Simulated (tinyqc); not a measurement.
# Inputs raised by 5 %, one at a time

Model: Raman shift of the zone-centre optical phonon of a diamond-structure crystal under stress. Computed by tinyqc, a small Python program. Command: `OMP_NUM_THREADS=1 python tinyqc.py 3002082 3002083 out.jsonl ramanstress sens`. One thread of a shared host (Intel(R) Xeon(R) Processor @ 2.30GHz), about 0.01 s of CPU time with the checks.

Axes x, y, z are the cube axes. Strain shifts the threefold optical mode and can split it; p, q and r are the phonon deformation potentials.

Inputs (values chosen for the exercise, modelled on silicon): unstrained frequency omega_0 = 521.1 1/cm; p/omega_0^2 = -1.87; q/omega_0^2 = -2.31; r/omega_0^2 = -0.74; C11 = 164.2 GPa; C12 = 64.79 GPa; C44 = 79.51 GPa; stress sigma (tension positive) = 0.14 GPa; polarisation angle phi = 60 degree; temperature coefficient d omega/dT = -0.023 1/(cm K); local temperature T = 330 K; laser wavelength = 488 nm.

Stress state: hydrostatic. Axis: none.

Constants: h = 6.62607015e-34 J s; c = 299792458 m/s; k_B = 1.380649e-23 J/K.

Method:
- S11 = (C11 + C12)/D, S12 = -C12/D, D = (C11 - C12)(C11 + 2 C12), S44 = 1/C44.
- Hydrostatic stress: sigma_ij = sigma delta_ij.
- eps_xx = S11 sigma_xx + S12 (sigma_yy + sigma_zz), and cyclic; eps_xy = S44 sigma_xy/2 (tensor strain).
- Secular matrix: M_xx = p eps_xx + q (eps_yy + eps_zz), M_xy = 2 r eps_xy; its eigenvalues are omega^2 - omega_0^2, and the shifts are these over 2 omega_0.
- gamma = -(p + 2q)/(6 omega_0^2); the mean of the three shifts is -gamma omega_0 x (volume strain).
- Backscattering from a (001) surface: incident polarisation (cos phi, sin phi, 0). With Raman tensors (R_z)_xy = (R_z)_yx = 1 and cyclic, only the z component u_z of a mode counts: I = u_z^2 sin^2(2 phi) for parallel and u_z^2 cos^2(2 phi) for crossed polarisers. An unresolved line sits at the intensity-weighted shift, which is M_zz/(2 omega_0).
- A temperature above 300 K shifts the line by (d omega/dT)(T - 300 K); divided by the shift per stress it poses as a stress; the total shift adds it to the shift of the observed line. The anti-Stokes to Stokes ratio is [(omega_L + omega_0)/(omega_L - omega_0)]^3 exp(-h c omega_0/(k_B T)) in photon counts, omega_L = 1/wavelength, resonance effects left out.

Runs; columns: (1) input moved; (2) from; (3) to; (4) mean shift (1/cm); (5) shift per stress (1/(cm GPa)); (6) volume strain (per mille); (7) anti-Stokes/Stokes ratio:
```
(1)                                      (2)      (3)       (4)      (5)     (6)      (7)
base run                                   -        -  -0.80583  -5.7559  1.4296  0.12011
unstrained frequency omega_0 (1/cm)    521.1  547.155  -0.84612  -6.0437  1.4296  0.10803
q/omega_0^2                            -2.31  -2.4255  -0.83451  -5.9608  1.4296  0.12011
r/omega_0^2                            -0.74   -0.777  -0.80583  -5.7559  1.4296  0.12011
C11 (GPa)                              164.2   172.41  -0.78392  -5.5994  1.3908  0.12011
C44 (GPa)                              79.51  83.4855  -0.80583  -5.7559  1.4296  0.12011
stress sigma (tension positive) (GPa)   0.14    0.147  -0.84612  -5.7559  1.5011  0.12011
local temperature T (K)                  330    346.5  -0.80583  -5.7559  1.4296  0.13383
```

Exponents ln(y'/y) / ln(x'/x):
```
input                            mean shift  shift per stress  volume strain  anti-Stokes/Stokes ratio
unstrained frequency omega_0          1.000             1.000          0.000                    -2.172
q/omega_0^2                           0.717             0.717          0.000                     0.000
r/omega_0^2                           0.000             0.000          0.000                     0.000
C11                                  -0.565            -0.565         -0.565                     0.000
C44                                   0.000             0.000          0.000                     0.000
stress sigma (tension positive)       1.000             0.000          1.000                     0.000
local temperature T                   0.000             0.000          0.000                     2.217
```

Which inputs matter most for each result?

Among the inputs moved here: mean shift answers most in size to unstrained frequency omega_0 (exponent +1.000), and about equally to stress sigma (tension positive) (+1.000); its exponent is below 0.0005 for r/omega_0^2, C44, local temperature T. shift per stress answers most in size to unstrained frequency omega_0 (exponent +1.000), next to q/omega_0^2 (+0.717); its exponent is below 0.0005 for r/omega_0^2, C44, stress sigma (tension positive), local temperature T. volume strain answers most in size to stress sigma (tension positive) (exponent +1.000), next to C11 (-0.565); its exponent is below 0.0005 for unstrained frequency omega_0, q/omega_0^2, r/omega_0^2, C44, local temperature T. anti-Stokes/Stokes ratio answers most in size to local temperature T (exponent +2.217), next to unstrained frequency omega_0 (-2.172); its exponent is below 0.0005 for q/omega_0^2, r/omega_0^2, C11, C44, stress sigma (tension positive).

Caution (all rows): this stress has components normal to the (001) face, so it cannot reach a free (001) surface; it can act on buried material.
